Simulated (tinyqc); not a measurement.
From results back to parameters: optical gain and spontaneous emission in a bulk direct-gap semiconductor. Five cases, with inputs chosen for the exercise.

Problem. The gain spectrum crosses zero at E0 = Eg + Fc + Fv; n = p is hidden.

F_j(eta) = (1/Gamma(j + 1)) integral_0^infinity x^j dx/(1 + exp(x - eta)), which tends to exp(eta) for eta << 0.

Quasi-Fermi levels: n = Nc F_1/2(Fc/kT) and p = Nv F_1/2(Fv/kT), Fc counted up from the conduction edge and Fv down from the valence edge; Nc, Nv from N = 2 (m kB T/(4 pi c))^(3/2) with c = hbar^2/2m0, in 1/angstrom^3; times 1e24 for 1/cm^3, with me and (mhh^(3/2) + mlh^(3/2))^(2/3).

Constants: hbar^2/2m0 = 3.80998211 eV angstrom^2; kB = 8.617333262e-05 eV/K.

Find: Fc; Fv; n.

Method. Fc + Fv rises steadily with n, so one n gives E0 - Eg; solve by bisection on ln n.

Case 1.

Values chosen (near those of GaN; not measured data):
- Eg = 3.381 eV (direct gap)
- me = 0.1953 m0 (electron mass)
- mhh = 1.352 m0 (heavy-hole mass)
- mlh = 0.3147 m0 (light-hole mass)
- T = 300 K

E0 = 3.47173 eV

Solution.

Fc = 0.113 eV
Fv = -0.023 eV
n = 1.6e+19 1/cm^3

Case 2.

Values chosen (near those of InP; not measured data):
- Eg = 1.304 eV (direct gap)
- me = 0.0795 m0 (electron mass)
- mhh = 0.605 m0 (heavy-hole mass)
- mlh = 0.0867 m0 (light-hole mass)
- T = 300 K

E0 = 1.41623 eV

Solution.

Fc = 0.132 eV
Fv = -0.019 eV
n = 5.1e+18 1/cm^3

Case 3.

Values chosen (near those of InP; not measured data):
- Eg = 1.368 eV (direct gap)
- me = 0.0816 m0 (electron mass)
- mhh = 0.594 m0 (heavy-hole mass)
- mlh = 0.0917 m0 (light-hole mass)
- T = 300 K

E0 = 1.46999 eV

Solution.

Fc = 0.122 eV
Fv = -0.021 eV
n = 4.8e+18 1/cm^3

Case 4.

Values chosen (near those of GaAs; not measured data):
- Eg = 1.447 eV (direct gap)
- me = 0.0671 m0 (electron mass)
- mhh = 0.482 m0 (heavy-hole mass)
- mlh = 0.0781 m0 (light-hole mass)
- T = 250 K

E0 = 1.48111 eV

Solution.

Fc = 0.065 eV
Fv = -0.031 eV
n = 1.5e+18 1/cm^3

Case 5.

Values chosen (near those of GaAs; not measured data):
- Eg = 1.384 eV (direct gap)
- me = 0.0649 m0 (electron mass)
- mhh = 0.493 m0 (heavy-hole mass)
- mlh = 0.0827 m0 (light-hole mass)
- T = 200 K

E0 = 1.46069 eV

Solution.

Fc = 0.089 eV
Fv = -0.013 eV
n = 2.1e+18 1/cm^3

Computed by tinyqc, one run a case: `OMP_NUM_THREADS=1 python tinyqc.py N N+1 out.jsonl` with N = 1652760, 1652774, 1680032, 1680044, 1680109; one thread of a shared Intel(R) Xeon(R) Processor @ 2.30GHz, about 0.1 s a run at most.
